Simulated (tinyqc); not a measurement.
Hydrogenic impurity: series, fields, screening, photoionisation and donor-acceptor pairs: one step, computed by the program tinyqc.

One isotropic, parabolic band. Effective units: Ry* and a*, in which H = -nabla^2 - 2/r.

Problem. A donor-acceptor pair. No-phonon line h nu(r) = E_g - Ry* - E_A + e^2/(4 pi eps_0 eps r); rate W(r) = W_0 exp(-2 r/a*), the donor being the shallower centre; lifetime 1/W; zero field.

Inputs (values chosen for the exercise, modelled on InP): dielectric constant eps = 12.4; gap E_g = 1.4 eV; acceptor depth E_A = 40.9 meV; pair distance r = 408 angstrom; rate prefactor W_0 = 5.6e+08 1/s.

Parts treated: screening and pairs.

Ry* = 7.114319 meV

a* = 81.61440 angstrom

Constants: e^2/(4 pi eps_0) = 14.39964548 eV angstrom.

Give: Coulomb term; photon energy; rate W; lifetime.

Solution.

Coulomb term = 2.8462 meV

photon energy = 1.3548 eV

rate W = 25469 1/s

lifetime = 3.9264e-05 s
